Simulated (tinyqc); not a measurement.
What moves the results: shallow acceptor in the spherical four-band model. A value that a table varies takes the place of the one given here.

The ground state 1S3/2 has an L = 0 part f(r) and an L = 2 part g(r). In units of Ry* and a*, with Gaussians f_i = exp(-a_i r^2), g_i = r^2 exp(-a_i r^2), A = a_i + a_j and I(n) = Gamma((n + 1)/2)/(2 A^((n + 1)/2)): S_ff = I(2), S_gg = I(6), H_ff = (6 a_i a_j/A) I(2) - 2 I(1), H_gg = (14 a_i a_j/A) I(6) - 2 I(5), H_fg = -mu [15 I(2) - 20 a_j I(4) + 4 a_j^2 I(6)]; each function is then normalised. The split-off band is left out.

Converged values use 22 exponents 2.2^i, i = -7 to 14, for f and for g.

Units Ry* = Ry/(g1 eps^2) and a* = a0 eps g1; mu = (6 g3 + 4 g2)/(5 g1) is the spherical heavy-light coupling and delta = (g3 - g2)/g1 the cubic term, which is left out.

Constants: Ry = 13.60569312 eV; a0 (Bohr radius) = 0.5291772105 angstrom.

Values chosen for the exercise (near those of a shallow acceptor in Si, where the small spin-orbit splitting and strong warping make this model rough; shifted at random, so the results belong to these values and not to a real crystal):
```
symbol  value                                     unit      meaning
mus     (0.1, 0.31, 0.55, 0.66, 0.72, 0.86, 0.9)            couplings
rc      1.8                                       angstrom  radius of the central cell
Vs      (3, 1, 0, -1, -2, -3, -4)                 eV        central-cell strengths
g1      4.28                                                Luttinger gamma1
g2      0.34                                                gamma2
g3      1.44                                                gamma3
eps     11.8                                                dielectric constant
```

## Strength of the heavy-light coupling

Ry* = 22.8304 meV

Converged values in Ry* and a*; the heavy-mass hydrogen model gives 1/(1 - mu).

Results:
```
mu,binding (Ry*),1/(1 - mu),ratio,L = 2 weight,<r> (a*),binding (meV)
0.10,1.009,1.111,0.908,0.004,1.489,23.0
0.31,1.095,1.449,0.756,0.041,1.389,25.0
0.55,1.388,2.222,0.625,0.134,1.132,31.7
0.66,1.689,2.941,0.574,0.197,0.951,38.6
0.72,1.960,3.571,0.549,0.237,0.832,44.7
0.86,3.517,7.143,0.492,0.350,0.484,80.3
0.90,4.768,10.000,0.477,0.388,0.363,108.9
```

The binding starts as 1 + O(mu^2), 1.009 at mu = 0.10, since the coupling enters in second order, and reaches 4.77 at mu = 0.90. The ratio to the heavy-mass model falls from 0.91 to 0.48, towards about 0.44 as mu goes to 1: the bound hole is only partly heavy. The L = 2 weight grows to 0.39 and the radius shrinks by a factor 4.1.

## Central-cell correction

mu = 0.46729
a* = 26.726 angstrom

A short-range term V exp(-r^2/rc^2) is added (negative: attracts the hole); its elements are V S (A/(A + 1/rc^2))^(3/2) for f and ^(7/2) for g, in the same units.

Results:
```
V (eV),1S binding (meV),2S binding (meV),<r> (angstrom),L = 2 weight
3.0,26.5,7.52,35.6,0.093
1.0,27.7,7.68,34.1,0.095
0.0,28.5,7.78,33.1,0.095
-1.0,29.6,7.92,32.0,0.096
-2.0,31.1,8.09,30.5,0.098
-3.0,33.1,8.32,28.7,0.099
-4.0,36.1,8.64,26.4,0.101
```

From V = 0 to -4 eV the 1S binding grows by 7.6 meV (27 %) and the 2S binding by 0.85 meV, so the chemical shift sits mainly in the ground state. A repulsion of 3 eV removes 2.0 meV. The slope is 3.03 meV per eV over the last step against 0.67 on the repulsive side, since attraction pulls the state into the cell; over this range the level stays shallow.

## What each parameter does

Converged values. Each row changes one parameter from the base and keeps the others.

Results:
```
case,mu,Ry* (meV),binding (meV),<r> (angstrom)
base,0.467,22.83,28.55,33.1
g1 = 4.62,0.433,21.15,25.52,36.9
g2 = 0.29,0.458,22.83,28.26,33.4
g3 = 1.32,0.434,22.83,27.57,34.2
eps = 10.8,0.467,27.25,34.08,30.3
```

The largest shifts from the base row, up to three for each result and ties (the steps differ in size, so this ranks the rows, not the parameters). mu: g1 -0.034, g3 -0.034, g2 -0.009; unchanged at the printed digits by eps. Ry* (meV): eps +4.42, g1 -1.68; unchanged at the printed digits by g2 and g3. binding (meV): eps +5.53, g1 -3.02, g3 -0.98. <r> (angstrom): g1 +3.7, eps -2.8, g3 +1.0. g1 acts twice: it lowers Ry* and it lowers mu.

Run: tinyqc, `OMP_NUM_THREADS=1 python tinyqc.py 1282059 1282060 out.jsonl`; Intel(R) Xeon(R) Processor @ 2.30GHz, one thread, shared host; about 0.07 s of CPU time with all checks.
